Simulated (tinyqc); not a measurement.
# p-n diode, drift-diffusion by the Gummel loop with Scharfetter-Gummel fluxes: what changes with what

Abrupt junction at x = 0, p side from -Lp, n side to Ln, ohmic contacts. psi is counted from the intrinsic level; n = ni exp((psi - phin)/Vt), p = ni exp((phip - psi)/Vt). Contacts: p side psi = V - Vt ln(Na/ni), p = Na, n = ni^2/Na; n side psi = Vt ln(Nd/ni), n = Nd, p = ni^2/Nd. Constant mobilities, D = mu Vt, Boltzmann statistics, SRH recombination through a mid-gap level, U = (n p - ni^2)/(tp (n + ni) + tn (p + ni)). Current is positive from the p contact to the n contact.

Values chosen for this exercise; band and dielectric values those of a made-up semiconductor:
- T = 300 K (temperature)
- Eg = 1.03 eV (band gap)
- eps_r = 11.2 (relative permittivity)
- Nc = 2.6e19 cm^-3 (conduction-band density of states at T)
- Nv = 2.07e19 cm^-3 (valence-band density of states at T)
- Na = 3.4e15 cm^-3 (acceptor density of the p side)
- Nd = 3.4e16 cm^-3 (donor density of the n side)
- mun = 1100 cm^2/(V s) (electron mobility)
- mup = 400 cm^2/(V s) (hole mobility)
- tn = 5e-10 s (SRH lifetime of electrons)
- tp = 9e-9 s (SRH lifetime of holes)
- Lp = 2 um (length of the p side)
- Ln = 0.8 um (length of the n side)
- G = 0 cm^-3 s^-1 (uniform generation rate)

Constants: q = 1.602176634e-19 C, kB = 1.380649e-23 J/K, Vt = kB T/q, eps0 = 8.8541878128e-14 F/cm where lengths are in cm. Results are converted to the units shown.

Each table varies one quantity; the others keep the values above.

## Current against voltage in the dark

ni = sqrt(Nc Nv) exp(-Eg/(2 Vt)), Eg in volts. Poisson and both continuity equations are solved self-consistently with Scharfetter-Gummel fluxes on a graded mesh of 500 nodes. J_scr is q times the integral of U between -xp and xn. Ideal diffusion current J_id = q ni^2 [Dn coth(wp/Le)/(Le Na) + Dp coth(wn/Lh)/(Lh Nd)] (exp(V/Vt) - 1), Le = sqrt(Dn tn), Lh = sqrt(Dp tp), wp = Lp - xp, wn = Ln - xn, with xp and xn from the depletion approximation (W = sqrt(2 eps0 eps_r (Vbi - V)(1/Na + 1/Nd)/q), xp = W Nd/(Na + Nd), xn = W Na/(Na + Nd), Vbi = Vt ln(Na Nd/ni^2)). Ideality factor = 0.004 V/(Vt ln[J(V + 0.004 V)/J(V)]). Here G = 0.

In this table G = 0 cm^-3 s^-1.

Result of one run:

| V (V) | J (A/cm^2) | ideality factor | J_scr/J (%) | J_id (A/cm^2) | share recombining at the contacts (%) | larger minority/doping at -xp and xn |
|---|---|---|---|---|---|---|
| 0.13 | 1.43e-4 | 1.63 | 96.2 | 5.51e-6 | 1.94 | 5.23e-8 |

What becomes of these results when the bias of the p contact V is changed from 0.13 to 0.27 V, all else the same?

Result of the changed run:

| V (V) | J (A/cm^2) | ideality factor | J_scr/J (%) | J_id (A/cm^2) | share recombining at the contacts (%) | larger minority/doping at -xp and xn |
|---|---|---|---|---|---|---|
| 0.27 | 0.00439 | 1.43 | 72.3 | 0.00123 | 13.4 | 1.14e-5 |

The whole series:

| V (V) | J (A/cm^2) | ideality factor | J_scr/J (%) | J_id (A/cm^2) | share recombining at the contacts (%) | larger minority/doping at -xp and xn |
|---|---|---|---|---|---|---|
| 0.13 | 1.43e-4 | 1.63 | 96.2 | 5.51e-6 | 1.94 | 5.23e-8 |
| 0.18 | 4.63e-4 | 1.63 | 91.8 | 3.82e-5 | 4.06 | 3.58e-7 |
| 0.22 | 0.00121 | 1.57 | 85.4 | 1.79e-4 | 7.18 | 1.67e-6 |
| 0.27 | 0.00439 | 1.43 | 72.3 | 0.00123 | 13.4 | 1.14e-5 |
| 0.32 | 0.0183 | 1.28 | 54.4 | 0.00847 | 21.8 | 7.77e-5 |
| 0.37 | 0.0887 | 1.17 | 35.7 | 0.0583 | 30.3 | 5.24e-4 |
| 0.42 | 0.481 | 1.12 | 20.1 | 0.401 | 37.6 | 0.00348 |
| 0.47 | 2.65 | 1.16 | 9.16 | 2.76 | 45.8 | 0.0218 |
| 0.51 | 9.56 | 1.26 | 4.14 | 12.9 | 57.9 | 0.0854 |

J rises from 1.43e-4 to 9.56 A/cm^2; the ideality factor moves up and down between 1.12 and 1.63. Recombination in the depleted layer carries over half of the current up to V = 0.32 V, where the factor is 1.28; it grows roughly as exp(V/2 Vt), so diffusion overtakes it. Where the factor is lowest (V = 0.42 V), J is 20 % above the ideal diffusion current.

## Effect of the length of the p side at fixed bias

Same model as above.

In this table V = 0.43 V.

Results:

| Lp (um) | J (A/cm^2) | ideality factor | J_scr/J (%) | J_id (A/cm^2) | share recombining at the contacts (%) | larger minority/doping at -xp and xn |
|---|---|---|---|---|---|---|
| 2 | 0.678 | 1.12 | 17.6 | 0.590 | 39.0 | 0.00506 |
| 3.3 | 0.623 | 1.15 | 19.0 | 0.539 | 16.6 | 0.00503 |
| 8.9 | 0.586 | 1.21 | 19.5 | 0.532 | 4.48 | 0.00478 |
| 15 | 0.558 | 1.27 | 19.8 | 0.532 | 4.34 | 0.00455 |
| 24 | 0.522 | 1.35 | 20.2 | 0.532 | 4.30 | 0.00426 |
| 40 | 0.472 | 1.47 | 20.9 | 0.532 | 4.25 | 0.00385 |

Estimate the missing row, Lp = 5.4 um.

Computed row:

| Lp (um) | J (A/cm^2) | ideality factor | J_scr/J (%) | J_id (A/cm^2) | share recombining at the contacts (%) | larger minority/doping at -xp and xn |
|---|---|---|---|---|---|---|
| 5.4 | 0.605 | 1.17 | 19.3 | 0.533 | 6.52 | 0.00493 |

With this row back in the table: As Lp rises from 2 to 40, J falls from 0.678 to 0.472 A/cm^2, the share of the depleted layer rises from 17.6 to 20.9 % and the share lost at the contacts falls from 39.0 to 4.25 %. The exponent d ln J/d ln Lp is -0.17 between the first two rows and -0.20 between the last two. J less J_scr is 30 % below J_id in the last row.

Numbers from tinyqc (`OMP_NUM_THREADS=1 python tinyqc.py 2240132 2240133 out.jsonl`; about 0.2 s on one thread of a shared Intel Xeon 2.30GHz).
